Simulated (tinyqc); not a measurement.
# Via and link resistance from two via chains

Question. A chain of 1000 vias joined by 1000 metal links has R = 1000 (Rv + Rlink), with Rlink proportional to the link length. Find Rv, Rlink for length L, and the value of Rv that the short chain would give if the links were ignored.

resistance of chains of 1000 links with link lengths L and 3 L (ohm): 19300  33900

Answer. R per link is a straight line in the link length; its intercept at zero length is Rv.

Rv = 12.00 ohm
Rlink = 7.300 ohm
Rv without correction = 19.30 ohm

Numbers from tinyqc (`OMP_NUM_THREADS=1 python tinyqc.py 2750027 2750028 out.jsonl`; about 0.01 s on one thread of a shared Intel Xeon 2.30GHz).
